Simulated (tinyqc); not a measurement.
Strain-driven roughening and islands of a mismatched epitaxial film: one step, computed by the program tinyqc.

Film and substrate share isotropic elastic constants; the film is coherent and biaxially strained.

Question. Asaro-Tiller-Grinfeld instability. A ripple A cos(k x) has the surface chemical potential per volume [gamma k^2 - 2 (1 + nu) w k] A cos(k x), so k_c = 2 (1 + nu) w/gamma. With surface diffusion the amplitude grows at the rate q = B k^2 [2 (1 + nu) w k - gamma k^2], fastest at k_m = (3/4) k_c. B is the surface mobility.

Inputs (values chosen for the exercise, modelled on InAs on InP): Poisson ratio nu = 0.31; surface energy gamma = 0.73 J/m^2; surface mobility D_s nu_s Omega^2/(k_B T) = 5.3e-32 m^6/(J s).

Transport: surface diffusion.

energy density w = 112.6535 MJ/m^3

Give: k_c; critical wavelength; fastest wavelength; growth time 1/q at k_m.

Answer.

k_c = 0.4043 1/nm

critical wavelength = 15.54 nm

fastest wavelength = 20.72 nm

growth time 1/q at k_m = 0.009170 s
